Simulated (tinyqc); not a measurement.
Position of the support ring: thermal and gravitational stress in a wafer during furnace and rapid thermal processing, and the onset of slip. Computed by tinyqc, a small Python program. Command: `OMP_NUM_THREADS=1 python tinyqc.py 3028715 3028716 out.jsonl slip walk`. One thread of a shared host (Intel(R) Xeon(R) Processor @ 2.30GHz), about 0.01 s of CPU time with the checks.

A thin free disc in plane stress, isotropic; T(r) = T_centre + dT (r/R)^n. Stress is positive in tension; sigma_SB = 5.670374419e-8 W/(m^2 K^4), g = 9.80665 m/s^2.

Inputs (values chosen for the exercise, modelled on silicon): wafer radius R = 75 mm; thickness t = 675 micrometre; Poisson ratio nu = 0.26; density rho = 2330 kg/m^3.

Method. Own weight q = rho g t on a ring of radius b R, x = r/R: moments of an edge-supported plate, M_r = q R^2 (3 + nu)(1 - x^2)/16 and M_t = q R^2 [(3 + nu) - (1 + 3 nu) x^2]/16, less the uniform moment inside the ring load, q R^2 [(1 - nu)(1 - b^2) - 2 (1 + nu) ln b]/8; stress at the lower face = 6 M/t^2.

Stress at the lower face (MPa):
```
b       centre  radial at ring  hoop at ring  largest in size
0.40  -0.18575        -0.22299      -0.20608          0.22299
0.50  -0.09593        -0.15412      -0.12770          0.15412
0.60  -0.01869        -0.10249      -0.06445          0.10249
0.65   0.01672        -0.08163      -0.03698          0.08163
0.70   0.05052        -0.06354      -0.01176          0.06354
0.75   0.08301        -0.04792       0.01152          0.08301
0.80   0.11443        -0.03455       0.03309          0.11443
0.90   0.17478        -0.01377       0.07183          0.17478
1.00   0.23278         0.00000       0.10568          0.23278
```

What follows from these numbers?

Among these rows the largest stress is least, 0.064 MPa, for a ring at 0.7 R, 3.7 times below edge support: the overhang balances the sag of the centre. All values scale as R^2/t.

Extremes, crossings and ranges named in words are read from the listed rows.
